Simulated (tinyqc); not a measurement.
Electroplating on a thin resistive seed layer: kinetics, Wagner number and the terminal effect across a wafer. From edge over centre, linear back to mean current density. Computed by tinyqc, a small Python program. Command: `OMP_NUM_THREADS=1 python tinyqc.py 3120718 3120719 out.jsonl terminal inv`. One thread of a shared host (Intel(R) Xeon(R) Processor @ 2.30GHz), about 0.1 s of CPU time with the checks.

Current enters the seed at the rim. The bath is treated as a local resistance per area (no lateral flow in the liquid), two electrons per ion, molar volume 7.11 cm^3/mol, Faraday constant F = e N_A, kinematic viscosity 0.01 cm^2/s, omega = 2 pi x rpm/60; k_B T/e is in volts.

Inputs (values chosen for the exercise, of the order of those for copper plating on a thin cobalt or ruthenium seed):
```
quantity                               value         unit
wafer radius R                           7.5           cm
seed thickness t                         8.3           nm
seed resistivity                          17  microohm cm
bath conductivity kappa                 0.21         S/cm
gap to the anode h                       6.5           cm
extra resistance of a porous plate         0     ohm cm^2
exchange current density i_0           0.079      mA/cm^2
cathodic transfer coefficient alpha     0.74            -
diffusivity of the metal ion         6.8e-06       cm^2/s
metal ion concentration                 0.84        mol/L
rotation rate                             60          rpm
temperature T                            298            K
```

Constants: e = 1.602176634e-19 C; N_A = 6.02214076e+23 1/mol; k_B = 8.617333262e-05 eV/K.

Method:
- Growth rate = i V_m/(2 F). Levich limit i_L = 0.62 x 2 F D^(2/3) omega^(1/2) nu^(-1/6) c. Tafel overpotential eta = (k_B T/(alpha e)) ln(i/i_0); kinetic resistance k_B T/(alpha e i); bath resistance h/kappa + plate; R_s = resistivity/t; Wagner number = kinetic resistance x kappa/R.
- Linearised: with R_t = kinetic + bath resistance the current density obeys (1/r)(r i')' = i R_s/R_t, so i = A I_0(r/l), l = sqrt(R_t/R_s); with x = R/l, edge/centre = I_0(x) and edge/mean = x I_0(x)/(2 I_1(x)).
- Voltage drop in the seed for a uniform current: i R_s R^2/4.

Task: A run gave the result below. Find the mean current density, known to lie between 7.9 and 20 mA/cm^2.

edge over centre, linear = 60.78083

Result:

Each step takes the trial c = (a f_b - b f_a)/(f_b - f_a), f being the result less the target and a, b, c the logarithms of the listed values; c replaces end b, the old b replaces a if the sign of f changed, and otherwise f_a is halved.

Scan of the range:
```
mean current density (mA/cm^2)  edge over centre, linear
7.90                                             51.6059
9.22                                             54.0755
10.80                                            56.3963
12.60                                            58.4544
14.70                                            60.3149
17.10                                            61.9553
20.00                                            63.4720
```

False position (Illinois rule, in the logarithm of the input) inside the bracket:
```
step    end a    end b    trial  edge over centre, linear
1     14.7000  17.1000  15.3452                   60.7991
2     14.7000  15.3452  15.2974                   60.7644
3     15.3452  15.2974  15.3200                   60.7808
4     15.2974  15.3200  15.3200                   60.7808
```

Edge over centre, linear rises at every point of a 13-point scan of the range (every second point is shown), so one value fits; it is bracketed by 14.7 and 17.1. Answer: mean current density = 15.32 mA/cm^2.
